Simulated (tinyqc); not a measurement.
# Mean barrier and spread from two temperatures

Inverse problem. For a Gaussian spread of Schottky barriers the apparent height is phi_ap = phi - sg^2/(2 Vt), Vt = kB T/q. Find sg and phi.

Constants: q = 1.602176634e-19 C, kB = 1.380649e-23 J/K. Results are converted to the units shown.

phi_ap(0) at 120 and 300 K (eV): 0.61639022  0.67255609

Answer. phi_ap is linear in 1/(2 Vt) with slope -sg^2 and intercept phi.

sg = 0.04400 eV
phi = 0.7100 eV

tinyqc, about 0.01 s, one thread, Intel Xeon 2.30GHz (shared host): `OMP_NUM_THREADS=1 python tinyqc.py 2640073 2640074 out.jsonl`
